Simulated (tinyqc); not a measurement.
Inside a calculation. Model: space-charge-limited current with shallow traps.

Program tinyqc, `OMP_NUM_THREADS=1 python tinyqc.py 2370079 2370080 out.jsonl`; Intel Xeon 2.30GHz, shared host, one thread, about 0.01 s. Printed values are rounded.

One carrier type, drift only, an injecting contact at x = 0 (zero field) and thickness L. The share th = y/(1 + y), y = (Nc/Nt) exp(-Et/kB T), of the injected charge is free: J = q mu n F, eps0 eps_r dF/dx = q (n - n0)/th.

Values chosen for this exercise: temperature T = 300 K; relative permittivity eps_r = 12.6; mobility mu = 0.31 cm^2/(V s); thickness L = 1300 nm; band density of states Nc = 8e20 cm^-3; trap density Nt = 4.5e16 cm^-3; trap depth Et = 0.52 eV; free carrier density in equilibrium n0 = 3.5e9 cm^-3; voltage V = 3.4 V.

Constants: q = 1.602176634e-19 C, kB = 1.380649e-23 J/K, Vt = kB T/q, eps0 = 8.8541878128e-14 F/cm where lengths are in cm. Results are converted to the units shown.

Range of the model: Diffusion and a field-dependent mobility are left out. With injecting contacts the diffusion current, about 4 pi^2 Vt th eps0 eps_r mu V/L^3, equals the Mott-Gurney current at V = 35 kB T/q (0.9 V at 300 K), so the drift-only result needs V well above that.

## Limits and characteristic voltages

Ohmic J = q n0 mu V/L; Mott-Gurney J = (9/8) th eps0 eps_r mu V^2/L^3; they cross at Vx = 8 q n0 L^2/(9 th eps0 eps_r); traps fill at V_TFL = q Nt L^2/(2 eps0 eps_r).

th = 3.267742e-5
ohmic J = 4.546484e-6 A/cm^2
Mott-Gurney J = 6.689737e-5 A/cm^2
Vx = 0.2310711 V
V_TFL = 54.60851 V

## The exact current

Exact: with u = n0/n(L), w = -u - ln(1 - u) and v = -u - u^2/2 - ln(1 - u), V = (q n0 L^2/(th eps0 eps_r)) v/w^2 and J = q^2 n0^2 mu L/(th eps0 eps_r w). v/w^2 falls steadily with u, so u follows by bisection.

v/w^2 = 13.07919
u = 0.09615863
w = 0.004942780
J = 7.032725e-5 A/cm^2
exit field over V/L = 1.487429

J is 1.6 % below the plain sum of the two limits; the exit field lies between the ohmic 1 and the Mott-Gurney 1.5.
